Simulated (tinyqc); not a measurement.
Series resistance and length offset from two lengths at two overdrives.

Question. In strong inversion R W = Rsd + k(x)(L - dL), k(x) = (1 + th1 x)/(mu0 Cox x), x the overdrive, Cox = eps0 eox/tox, with Rsd and dL independent of x. Find dL, Rsd, mu0 and th1.

Parameters, values chosen for the exercise:

| symbol | value | unit | meaning |
|---|---|---|---|
| eox | 3.9 |  | relative permittivity of the gate insulator (close to silicon dioxide) |
| tox | 5 | nm | insulator thickness |

Constants: eps0 = 8.8541878128e-14 F/cm where lengths are in cm. Results are converted to the units shown.

total resistance times width (ohm um):
```
,L = 0.063 um,L = 1.3 um
overdrive 0.43 V,1097.15108,26029.4530
overdrive 1.14 V,561.197676,11081.0134
```

Solution. At each overdrive R W is a straight line in L; the two lines cross at L = dL, R W = Rsd. Their slopes give k x = (1 + th1 x)/(mu0 Cox), a straight line in x.

dL = 0.01700 um
Rsd = 170.0 ohm um
mu0 = 180.0 cm^2/(V s)
th1 = 0.1800 1/V

Numbers from tinyqc (`OMP_NUM_THREADS=1 python tinyqc.py 2210001 2210002 out.jsonl`; about 0.01 s on one thread of a shared Intel Xeon 2.30GHz).
